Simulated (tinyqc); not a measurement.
# Front-illuminated p-i-n photodiode, quantum efficiency and bandwidth: effects of single changes

Light enters through a p layer (0 to xp), a depleted layer (xp to xp + wi) and a thick n substrate, decaying as exp(-al x); one pass, no back reflection. Carriers made in the depleted layer are all collected; those in the neutral layers diffuse.

Values chosen for this exercise; values close to those of In0.53Ga0.47As at this wavelength:
```
symbol   value    unit                                         meaning
lam       1310      nm                                      wavelength
al       11300    1/cm                          absorption coefficient
Rf         0.3                           reflectance of the front face
eps_r     13.3                                   relative permittivity
xp        0.34      um                  thickness of the front p layer
wi         1.7      um                 thickness of the depleted layer
Dn          39  cm^2/s   electron diffusion coefficient in the p layer
Ln        0.26      um        electron diffusion length in the p layer
S        20000    cm/s     recombination velocity of the front surface
Lp          44      um  hole diffusion length in the thick n substrate
ve      7.05e6    cm/s                         electron drift velocity
vh      4.68e6    cm/s                             hole drift velocity
dia        400      um                                        diameter
RL          50     ohm                                 load resistance
Cp          30      fF                           parasitic capacitance
```

Constants: q = 1.602176634e-19 C, h = 6.62607015e-34 J s, c = 299792458 m/s, eps0 = 8.8541878128e-14 F/cm where lengths are in cm. Results are converted to the units shown.

Each table varies one quantity; the others keep the values above.

## Efficiency and bandwidth against the thickness of the depleted layer

k = al Ln, s = S Ln/Dn, e = exp(-al xp); front layer f1 = (k/(k^2 - 1)) {[s + k - e (s cosh(xp/Ln) + sinh(xp/Ln))]/[s sinh(xp/Ln) + cosh(xp/Ln)] - k e}; depleted layer f2 = e (1 - exp(-al wi)); substrate f3 = e exp(-al wi) al Lp/(1 + al Lp); external efficiency (1 - Rf)(f1 + f2 + f3); responsivity = efficiency q lam/(h c). Drift response for pairs made in the depleted layer, a = al wi, g = 1 - exp(-a), u = 2 pi i f, te = wi/ve, th = wi/vh: electrons He = [g - a (exp(-a) - exp(-u te))/(u te - a)]/(u te g), holes Hh = [g - a (1 - exp(-a - u th))/(a + u th)]/(u th g); C = eps0 eps_r pi (dia/2)^2/wi + Cp; total |He + Hh|/sqrt(1 + (2 pi f RL C)^2), for the current of the depleted layer alone. Limits are the frequencies at which each factor falls to 1/sqrt(2); inverse-square sum (f_transit^-2 + f_RC^-2)^(-1/2); the diffusion currents f1 and f3 are left out of the bandwidth.

Result of one run:
```
wi (um),f2,f1 + f3,responsivity (A/W),transit limit (GHz),RC limit (GHz),3 dB bandwidth (GHz),inverse-square sum (GHz),bandwidth x (1 - Rf) f2 (GHz)
1,0.4610,0.4206,0.6521,32.47,0.2147,0.2147,0.2147,0.06927
```

What becomes of these results when the thickness of the depleted layer wi is changed from 1 to 0.21 um, all else the same?

Result of the changed run:
```
wi (um),f2,f1 + f3,responsivity (A/W),transit limit (GHz),RC limit (GHz),3 dB bandwidth (GHz),inverse-square sum (GHz),bandwidth x (1 - Rf) f2 (GHz)
0.21,0.1439,0.7315,0.6474,145.8,0.04515,0.04515,0.04515,0.004547
```

The whole series:
```
wi (um),f2,f1 + f3,responsivity (A/W),transit limit (GHz),RC limit (GHz),3 dB bandwidth (GHz),inverse-square sum (GHz),bandwidth x (1 - Rf) f2 (GHz)
0.21,0.1439,0.7315,0.6474,145.8,0.04515,0.04515,0.04515,0.004547
0.36,0.2276,0.6494,0.6487,86.11,0.07738,0.07738,0.07738,0.01233
0.6,0.3353,0.5439,0.6502,52.64,0.1289,0.1289,0.1289,0.03025
1,0.4610,0.4206,0.6521,32.47,0.2147,0.2147,0.2147,0.06927
1.7,0.5813,0.3028,0.6538,19.81,0.3644,0.3643,0.3644,0.1482
2.9,0.6553,0.2302,0.6549,11.95,0.6201,0.6190,0.6193,0.2839
4.8,0.6780,0.2079,0.6552,7.173,1.023,1.009,1.012,0.4790
8.1,0.6809,0.2051,0.6553,4.093,1.714,1.553,1.581,0.7400
14,0.6810,0.2050,0.6553,2.289,2.928,1.744,1.803,0.8312
```

As wi goes from 0.21 to 14, the responsivity rises from 0.647 to 0.655 A/W and the bandwidth rises from 0.0452 to 1.74 GHz. The RC limit is the lower one for wi = 0.21, 0.36, 0.6, 1, 1.7, 2.9, 4.8, 8.1, the transit limit elsewhere. Adding inverse squares of the two limits is within 3.4 % of the full result. The product of bandwidth and fast efficiency rises from 0.00455 to 0.831 GHz. In every row the diffusion currents exceed 0.3 of the drift current; their own response times, left out, may then shape the whole response.

## Efficiency and bandwidth against the diameter

Same model as above.

The same in every row: f2 = 0.5813; f1 + f3 = 0.3028; responsivity (A/W) = 0.6538; transit limit (GHz) = 19.81.

Efficiency and bandwidth against the diameter:
```
dia (um),RC limit (GHz),3 dB bandwidth (GHz),inverse-square sum (GHz),bandwidth x (1 - Rf) f2 (GHz)
5,101.5,19.30,19.45,7.851
10,89.82,19.16,19.35,7.797
20,61.49,18.53,18.86,7.537
50,19.17,13.17,13.78,5.358
100,5.545,5.272,5.340,2.145
200,1.443,1.438,1.439,0.5849
500,0.2335,0.2335,0.2335,0.09500
1000,0.05847,0.05847,0.05847,0.02379
```

What does the table show?

As dia goes from 5 to 1000, the responsivity stays at 0.654 A/W and the bandwidth falls from 19.3 to 0.0585 GHz. The RC limit is the lower one for dia = 50, 100, 200, 500, 1000, the transit limit elsewhere. Adding inverse squares of the two limits is within 4.6 % of the full result. In every row the diffusion currents exceed 0.3 of the drift current; their own response times, left out, may then shape the whole response.

Computed by the program tinyqc: `OMP_NUM_THREADS=1 python tinyqc.py 2250115 2250116 out.jsonl`, one thread of a shared Intel Xeon 2.30GHz, about 0.01 s for the whole run.
